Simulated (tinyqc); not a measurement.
## LED efficiency against current

ABC model of an LED: J = q da (A n + Ba n^2 + Ca n^3), IQE = Ba n^2/(A n + Ba n^2 + Ca n^3), differential lifetime 1/(A + 2 Ba n + 3 Ca n^2).

Parameters, values chosen for the exercise: defect coefficient of the active layer A = 1.5e6 1/s; radiative coefficient of the active layer Ba = 1.2e-11 cm^3/s; Auger coefficient of the active layer Ca = 2.7e-29 cm^6/s; thickness of the active layer da = 3.5 nm.

Constants: q = 1.602176634e-19 C. Results are converted to the units shown.

LED efficiency against current:

| J (A/cm^2) | n (cm^-3) | IQE (%) | defect share (%) | Auger share (%) | differential lifetime (ns) |
|---|---|---|---|---|---|
| 0.0003 | 3.4695e15 | 2.7001 | 97.279 | 0.021078 | 631.22 |
| 0.001 | 1.0913e16 | 8.0133 | 91.790 | 0.19675 | 564.48 |
| 0.004 | 3.6210e16 | 22.058 | 76.145 | 1.7971 | 404.00 |
| 0.02 | 1.1204e17 | 42.234 | 47.120 | 10.646 | 192.10 |
| 0.08 | 2.4018e17 | 48.524 | 25.254 | 26.223 | 83.772 |
| 0.3 | 4.4239e17 | 43.899 | 12.404 | 43.697 | 35.752 |
| 1 | 7.2741e17 | 35.606 | 6.1186 | 58.275 | 16.177 |
| 6 | 1.4367e18 | 23.150 | 2.0141 | 74.836 | 4.9218 |
| 20 | 2.2173e18 | 16.542 | 0.93254 | 82.526 | 2.2078 |

The IQE goes from 2.70 through a maximum of 48.5 (at J = 0.08 A/cm^2 among the rows listed) to 16.5 %. The exact peak, Q/(Q + 2) = 48.5 % with Q = Ba/sqrt(A Ca) = 1.89, lies at n = sqrt(A/Ca) = 2.36e17 cm^-3, J = 0.0770 A/cm^2, where the defect and Auger shares are equal. n goes as J^(0.95) at the low end and J^(0.36) at the high end.

Numbers from tinyqc (`OMP_NUM_THREADS=1 python tinyqc.py 2300004 2300005 out.jsonl`; about 0.01 s on one thread of a shared Intel Xeon 2.30GHz).
